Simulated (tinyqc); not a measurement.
What moves the count of states: density of states of one tight-binding band of a chain.

E(k) = -2 t cos(2 pi k) - 2 t2 cos(4 pi k); k in fractions of the reciprocal vectors, mesh k_i = j/N with j = 0 .. N-1. Densities are per cell and per spin, so the band holds one state.

Each interval of the mesh is a segment with E linear in k: n = (E - e1)/(e2 - e1), g = 1/(e2 - e1) between its end values.

Gaussian broadening: g(E) = mean over the mesh of exp(-(E - E_k)^2/(2 sigma^2))/(sigma sqrt(2 pi)), n(E) = mean of erfc((E_k - E)/(sigma sqrt 2))/2.

Parameters, chosen for this exercise: t = 1.22 eV (nearest hopping); t2 = -0.18 eV (second hopping); E = 0.96 eV (energy at which the density is wanted); sigma = 0.61 eV (Gaussian width).

Linear method and Gaussian sum with N = 400.

Results for these values:

| case | n linear | g linear (1/eV) | n Gaussian | g Gaussian (1/eV) |
|---|---|---|---|---|
| base | 0.6574 | 0.1158 | 0.6589 | 0.1223 |

What happens to each result for t = 1.342 eV, all else kept?

Answer: n linear falls from 0.6574 to 0.6450; g linear falls from 0.1158 to 0.1068; n Gaussian falls from 0.6589 to 0.6459; g Gaussian falls from 0.1223 to 0.1113.

The same for each parameter in turn:

| case | n linear | g linear (1/eV) | n Gaussian | g Gaussian (1/eV) |
|---|---|---|---|---|
| base | 0.6574 | 0.1158 | 0.6589 | 0.1223 |
| t = 1.342 eV | 0.6450 | 0.1068 | 0.6459 | 0.1113 |
| E = 1.082 eV | 0.6716 | 0.1167 | 0.6740 | 0.1241 |
| sigma = 1.22 eV | 0.6574 | 0.1158 | 0.6610 | 0.1363 |
| t2 = -0.119 eV | 0.6490 | 0.1242 | 0.6517 | 0.1321 |

tinyqc: `OMP_NUM_THREADS=1 python tinyqc.py 1682423 1682424 out.jsonl`; about 0.01 s, one thread, shared Intel(R) Xeon(R) Processor @ 2.30GHz.
